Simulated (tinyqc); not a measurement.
X-ray photoelectron analysis of a thin oxide on a semiconductor: attenuation lengths, thickness, angle series and band offsets: one step, computed by the program tinyqc.

The same element is seen in the oxide and in the substrate, at nearly the same kinetic energy; films are flat and uniform, and the work function is ignored.

Question. Band offsets by core levels. Valence band offset = (E_core - E_v)(substrate) - (E_core - E_v)(oxide) + (core level separation at the interface, oxide less substrate). The separation is made here from the given offset; a uniform field F that raises the binding energy towards the surface shifts the oxide peak by e F <z>, <z> = d/(1 - exp(-x)) - d/x, x = d/(L_o cos theta), being the mean distance from the interface. Conduction band offset = oxide gap - substrate gap - valence band offset.

Inputs (values chosen for the exercise, modelled on SiO2 on 4H-SiC):
```
quantity                                       value   unit
oxide gap                                       9.04     eV
substrate gap                                   3.26     eV
oxide thickness d                               0.65     nm
valence band offset used to make the data       2.94     eV
core level less valence band top, substrate    98.82     eV
core level less valence band top, thick oxide   98.5     eV
field in the oxide                              0.11  MV/cm
```

d/(L_o cos theta) = 0.3139351

Give: separation without field; <z>; separation with field; apparent valence band offset; true conduction band offset; apparent conduction band offset.

Answer.

separation without field = 2.62 eV

<z> = 0.3420 nm

separation with field = 2.624 eV

apparent valence band offset = 2.944 eV

true conduction band offset = 2.84 eV

apparent conduction band offset = 2.836 eV

The field biases both offsets by 0.0038 eV, in opposite directions.
